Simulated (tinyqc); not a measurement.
Worked calculation: MP2 on RHF in the 6-31g basis, for He, spin multiplicity 1. Computed by tinyqc, a small Python program that keeps every step (integrals from PySCF). Settings: charge = 0, multiplicity = 1, basis = 6-31g, method = RHF, energy threshold = 1e-10, iteration cap = 50, orthogonalisation = symmetric, start = atomic densities, DIIS depth = 6. Command: `OMP_NUM_THREADS=1 python tinyqc.py 29028 29029 out.jsonl` (the two numbers bound the seeds that draw the settings). One thread of a shared host (Intel(R) Xeon(R) Processor @ 2.60GHz), about 0.09 s of CPU time with the checks. The early iterations of the SCF are left out here.

## One-electron integrals

Geometry (angstrom):
```
atom         x         y         z
He    0.000000  0.000000  0.000000
```

Basis 6-31g: exponents (1/bohr^2) and contraction coefficients of normalised primitives:
```
element  l (shell)   exponent  coefficient
He           s (1)  38.421634     0.040140
He           s (1)   5.778030     0.261246
He           s (1)   1.241774     0.793185
He           s (2)   0.297964     1.000000
```

Overlap, kinetic and nuclear-attraction integrals over the contracted functions; the nuclear repulsion is the sum of Za Zb / Rab.

nuclear repulsion = 0 hartree

overlap S:
```
          1He 1s    1He 2s
1He 1s  1.000000  0.634148
1He 2s  0.634148  1.000000
```

kinetic energy T (hartree):
```
          1He 1s    1He 2s
1He 1s  2.925655  0.467227
1He 2s  0.467227  0.446946
```

nuclear attraction V (hartree):
```
           1He 1s     1He 2s
1He 1s  -4.805281  -2.013636
1He 2s  -2.013636  -1.742136
```

core Hamiltonian H = T + V (hartree):
```
           1He 1s     1He 2s
1He 1s  -1.879626  -1.546409
1He 2s  -1.546409  -1.295190
```

## Two-electron integrals

Functions are numbered as in S; the eight-fold symmetry (ij|kl) = (ji|kl) = (kl|ij) leaves the list below.

Two-electron integrals (ij|kl) in chemists' order, unique and non-zero (hartree):
```
(11|11) 1.543936   (21|11) 0.785447   (21|21) 0.427025   (22|11) 0.803952
(22|21) 0.476190   (22|22) 0.615938
```

## Orthogonalisation

S = U s U^T; symmetric (Loewdin) form X = U s^(-1/2) U^T, so that X^T S X = 1.

eigenvalues of S: 0.365852  1.634148

X:
```
           1He 1s     1He 2s
1He 1s   1.217774  -0.435508
1He 2s  -0.435508   1.217774
```

## Starting guess

The start is atomic minimal-basis densities projected into this basis (PySCF's MINAO start) and scaled to the electron count of each spin; this density is not idempotent, so its energy is not variational and may lie below the converged one.

D at the start:
```
          1He 1s    1He 2s
1He 1s  0.694886  0.608667
1He 2s  0.608667  0.533145
```

## Iteration 4 (converged): orbitals

converged F (hartree):
```
           1He 1s     1He 2s
1He 1s  -0.549218  -1.000372
1He 2s  -1.000372  -0.429150
```

Diagonalise F' = X^T F X, C = X C', fill 1 alpha and 1 beta electrons from the bottom; D = 2 C_occ C_occ^T. Each column has its largest component positive (the first on a tie).

F' = X^T F X (hartree):
```
           1          2
1   0.165224  -1.154385
2  -1.154385   0.320508
```

orbital energies (hartree): MO1 -0.914127, MO2 1.399859

coefficients C:
```
             MO1        MO2
1He 1s  0.592081  -1.149818
1He 2s  0.513586   1.186959
```

D after iteration 4:
```
          1He 1s    1He 2s
1He 1s  0.701120  0.608169
1He 2s  0.608169  0.527541
```

## Convergence

Stop when the energy changes by less than 1e-10 hartree and every element of the error matrix X^T (F D S - S D F) X is below 3e-06.

Course of the cycle:
```
iteration  E (hartree)     change  largest element of the error matrix
1          -2.85513792          -                             9.81e-03
2          -2.85516030  -2.24e-05                             7.42e-04
3          -2.85516043  -1.29e-07                             5.57e-08
4          -2.85516043  -8.88e-16                             2.56e-08
```

PySCF RHF in the same basis = -2.85516043 hartree

Converged in 4 iterations.

## Populations

Mulliken: Z minus the diagonal of D S on the atom; Loewdin: the same with S^(1/2) D S^(1/2).

Charges (e):
```
atom  Mulliken  Loewdin
1He          0        0
```

## Integrals over molecular orbitals

(pq|rs) = sum C_ip C_jq C_kr C_ls (ij|kl), one index at a time.

one-electron integrals over orbitals h = C^T H C (hartree):
```
           1          2
1  -1.941034   0.316490
2   0.316490  -0.088737
```

Two-electron integrals over orbitals (pq|rs), unique and non-zero (hartree):
```
(11|11) 1.026907    (21|11) -0.316490   (21|21) 0.227670    (22|11) 0.858133
(22|21) -0.255554   (22|22) 0.766363
```

## Second-order Moller-Plesset energy

Hartree-Fock energy = -2.85516043 hartree

E2 = sum_ijab (ia|jb) [2 (ia|jb) - (ib|ja)] / (e_i + e_j - e_a - e_b) over occupied i, j and virtual a, b; the opposite-spin part is (ia|jb)^2 / denominator, the rest is same-spin, and SCS-MP2 scales them by 6/5 and 1/3.

Terms:
```
i  j  a  b   (ia|jb)   (ib|ja)  denominator       term
1  1  2  2  0.227670  0.227670    -4.627972  -0.011200
```

Pair energies (hartree; pair i-j sums ij and ji):
```
pair  opposite spin  same spin
1-1       -0.011200   0.000000
```

MP2 correlation energy = -0.01120012 hartree

SCS-MP2 correlation energy = -0.01344015 hartree

MP2 total energy = -2.86636055 hartree
